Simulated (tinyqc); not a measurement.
Conductivity against oxygen pressure: defect equilibria of an oxide against oxygen pressure (mass action). Computed by tinyqc, a small Python program. Command: `OMP_NUM_THREADS=1 python tinyqc.py 3008211 3008212 out.jsonl brouwer walk`. One thread of a shared host (Intel(R) Xeon(R) Processor @ 2.30GHz), about 0.01 s of CPU time with the checks.

Defects: oxygen vacancies V (charge +2), electrons n, holes p, the ionic partner X = V_M'' (charge -2), and the dopant. Activities are taken equal to concentrations.

Inputs (values chosen for the exercise, for a model oxide): reduction enthalpy H_r = 5.01 eV; prefactor K_r0 = 1.3e+71 cm^-9 atm^(1/2); gap E_g = 2.35 eV; prefactor N_c N_v = 1.3e+41 cm^-6; disorder enthalpy H_s = 2.06 eV; prefactor K_s0 = 1.1e+45 cm^-6; dopant density N_d = 8.5e+19 cm^-3; temperature T = 1400 K; electron mobility mu_n = 0.05 cm^2/(V s); hole mobility mu_p = 0.6 cm^2/(V s); vacancy diffusion prefactor D_0 = 0.0023 cm^2/s; vacancy migration energy E_m = 0.81 eV.

Ionic disorder: Schottky, oxide MO. Dopant (singly charged, fully ionised): acceptor.

Constants: k_B = 8.617333262e-05 eV/K; e = 1.602176634e-19 C.

Method:
- K_r = K_r0 exp(-H_r/k_B T) = [V] n^2 P^(1/2); K_i = N_c N_v exp(-E_g/k_B T) = n p; K_s = K_s0 exp(-H_s/k_B T) = [X] [V].
- Neutrality: 2 [V] + p = n + 2 [X] + N_d. With n as the unknown, [V] = K_r/(n^2 P^(1/2)), p = K_i/n, [X] = K_s/[V]; the log ratio is ln(positive/negative).
- The root is found by 60 bisections in ln n between n = 1e-10 and 1e25 cm^-3.
- sigma_n = e n mu_n, sigma_p = e p mu_p, sigma_ion = 2 e [V] mu_V with mu_V = 2 e D/(k_B T) and D = D_0 exp(-E_m/k_B T); only the oxygen vacancies carry ionic current, and the ionic transport number is sigma_ion over the total.

K_r = 1.19877e+53 cm^-9 atm^(1/2)

K_i = 4.51145e+32 cm^-6

K_s = 4.22395e+37 cm^-6

Log10 of the conductivities in S/cm:
```
log10 P (atm)   n-type   p-type    ionic    total  ionic transport number
-20             1.0212  -7.4803  -1.9851   1.0216                 0.00098
-16             0.3228  -6.7819  -2.5884   0.3233                 0.00123
-12            -0.4623  -5.9968  -3.0181  -0.4611                 0.00277
-8             -1.3882  -5.0709  -3.1664  -1.3809                 0.01639
-4             -2.3773  -4.0818  -3.1881  -2.3075                 0.13165
0              -3.3762  -3.0830  -3.1905  -2.7232                 0.34097
```

What follows from these numbers?

The ionic transport number stays at or below about 0.34: no electrolytic window. The total has no minimum inside this range.

Extremes, crossings and ranges named in words are read from the listed rows.
